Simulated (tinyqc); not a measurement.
Defect, radiative and Auger recombination at equal electron and hole densities (ABC model), step by step. Values are carried at full precision from step to step, so a last printed digit may differ when a step is redone from the rounded ones.

J/(e d) = Ae n + B n^2 + C n^3 with Ae = A + 4 S/w (four side walls, carriers spread evenly), e = 1.602176634e-19 C, lengths in cm; internal efficiency IQE = B n^2/(Ae n + B n^2 + C n^3); all injected carriers recombine in the layer.

Values chosen for the exercise (orders of magnitude like those quoted for Si; shifted at random, so the results belong to these values and not to a real crystal):
- A = 27000 1/s (defect rate)
- B = 3.8e-15 cm^3/s (radiative coefficient)
- C = 8.7e-31 cm^6/s (Auger coefficient)
- S = 0 cm/s (recombination velocity of the side walls)
- w = 1900 micrometre (side of the square mesa)
- d = 260000 nm (active thickness)
- J = 1200 A/cm^2 (current density)
- ex = 0.48 (extraction efficiency)
- Eph = 1.1 eV (photon energy)

## The efficiency peak

IQE peaks at n_p = sqrt(Ae/C); with Q = B/sqrt(Ae C), IQE_max = Q/(Q + 2).

Ae = 2.700e+04 1/s
n_p = 1.762e+17 1/cm^3
Q = 0.02479
IQE_max = 0.0122
J at the peak = 40.1 A/cm^2

The side walls are taken as passivated.

## Carrier density at the given current

G = J/(e d). Newton steps from the smallest of G/Ae, sqrt(G/B) and (G/C)^(1/3); stop when the relative step is below 1e-9.

G = 2.881e+23 1/(cm^3 s)

Newton steps:
```
step  n (1/cm^3)   rate/G  relative step
1     6.9182e+17  1.07116         -0.023
2     6.7582e+17  1.00159       -0.00056
3     6.7545e+17  1.00000       -3.0e-07
4     6.7545e+17  1.00000       -8.9e-14
```

n = 6.754e+17 1/cm^3

The start is an upper bound and the function is convex, so the steps fall monotonically; 4 are needed.

## Shares, lifetimes and light

Shares of the three paths; lifetime n/G = 1/(Ae + B n + C n^2); differential lifetime 1/(Ae + 2 B n + 3 C n^2) and bandwidth 1/(2 pi tau_d); optical power density ex IQE J Eph/e.

shares: defect 0.0633, radiative 0.0060, Auger 0.9307

lifetime = 2.34e+03 ns
differential lifetime = 818 ns
bandwidth = 0.195 MHz
optical power density = 3.81 W/cm^2

The Auger path is the largest; the device runs above its efficiency peak, where the defect and Auger shares are equal.

## Checks

- Density from Newton steps against bisection (1/cm^3): both 6.7545e+17.

(tinyqc, `OMP_NUM_THREADS=1 python tinyqc.py 1652139 1652140 out.jsonl`, Intel(R) Xeon(R) Processor @ 2.30GHz, 1 thread, shared host, about 0.01 s.)
